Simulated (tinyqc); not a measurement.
# Admittance spectroscopy of a deep trap: effects of single changes

Schottky contact on an n-type layer with shallow donors Nd (all ionised) and a donor-like deep trap, neutral when filled and positive when empty; depletion approximation. Traps within lam of the depletion edge stay filled. The traps at xt = W - lam, where the level crosses the Fermi level, follow a slow signal and not a fast one. w = 2 pi f.

Parameters, values chosen for the exercise; material values close to those of gallium nitride:
```
symbol,value,unit,meaning
eps_r,9.63,,relative permittivity
Nc,2.26e18,cm^-3,conduction-band density of states at 300 K
vth,2.6e7,cm/s,thermal velocity at 300 K
Nd,1.7e15,cm^-3,shallow donor density
Vbi,0.99,V,built-in voltage
Et,0.21,eV,depth of the trap below the conduction edge
sn,5.5e-17,cm^2,capture cross-section
Nt,6.6e13,cm^-3,trap density
Vr,0,V,reverse bias
T,224,K,temperature
```

Constants: q = 1.602176634e-19 C, kB = 1.380649e-23 J/K, eps0 = 8.8541878128e-14 F/cm where lengths are in cm. Results are converted to the units shown.

Each table varies one quantity; the others keep the values above.

## Admittance against frequency

Emission rate en = sn vth(T) Nc(T) exp(-Et/kB T) = sn g T^2 exp(-Et/kB T), g = vth Nc/(300 K)^2, as vth goes as T^0.5 and Nc as T^1.5 (degeneracy factor 1). lam = sqrt(2 eps0 eps_r (EF - ET)/(q Nd)), EF - ET = Et - (kB T/q) ln(Nc(T)/Nd), Nc(T) = Nc (T/300 K)^1.5. In the steady state at the band bending V, 2 eps0 eps_r V/q = Nd W^2 + Nt (W - lam)^2 (the second term only if W > lam). V = Vbi + Vr. C_HF = eps0 eps_r/W, C_LF = eps0 eps_r (Nd + Nt)/(Nd W + Nt xt). Inflection frequency w0 = 2 en [1 + Nt xt/(Nd W)]; C = C_HF + (C_LF - C_HF)/(1 + (w/w0)^2), G/w = (C_LF - C_HF)(w/w0)/(1 + (w/w0)^2).

Results:

| f (Hz) | C (nF/cm^2) | G/w (nF/cm^2) |
|---|---|---|
| 420 | 11.05 | 0.004468 |
| 810 | 11.05 | 0.008583 |
| 1600 | 11.05 | 0.01670 |
| 3100 | 11.05 | 0.03064 |
| 6000 | 11.03 | 0.04948 |
| 12000 | 10.99 | 0.05898 |
| 44000 | 10.94 | 0.02808 |
| 85000 | 10.94 | 0.01520 |
| 1.7e5 | 10.94 | 0.007698 |
| 3.2e5 | 10.94 | 0.004102 |

Estimate the missing row, f = 23000 Hz.

Computed row:

| f (Hz) | C (nF/cm^2) | G/w (nF/cm^2) |
|---|---|---|
| 23000 | 10.96 | 0.04634 |

With this row back in the table: C falls from 11.1 to 10.9 nF/cm^2, between C_LF = 11.1 and C_HF = 10.9, and G/w goes from 0.00447 through a maximum of 0.0590 (at f = 12000 Hz among the rows listed) to 0.00410 nF/cm^2. The exact peak is half of the step, 0.0592 nF/cm^2, at 11100 Hz.

## Effect of the trap density

Same model as above.

V = Vbi + Vr.

Effect of the trap density:

| Nt (cm^-3) | W (nm) | step (% of C_HF) | w0/(2 en) |
|---|---|---|---|
| 3.7e13 | 783.0 | 0.6112 | 1.016 |
| 7.8e13 | 778.3 | 1.275 | 1.033 |
| 1.6e14 | 769.3 | 2.561 | 1.067 |
| 3.3e14 | 752.0 | 5.071 | 1.136 |
| 6.9e14 | 720.7 | 9.823 | 1.280 |
| 1.4e15 | 673.2 | 17.62 | 1.550 |
| 3e15 | 603.7 | 30.90 | 2.112 |
| 6.2e15 | 528.7 | 49.57 | 3.107 |

Read the table: what changes, and by how much?

The step rises from 0.611 to 49.6 %, as Nt^(0.99) between the first two rows and Nt^(0.65) between the last two, and w0/(2 en) rises from 1.02 to 3.11: for Nt near Nd the rule w0 = 2 en overstates the cross-section by that factor.

Numbers from tinyqc (`OMP_NUM_THREADS=1 python tinyqc.py 2050058 2050059 out.jsonl`; about 0.01 s on one thread of a shared Intel Xeon 2.30GHz).
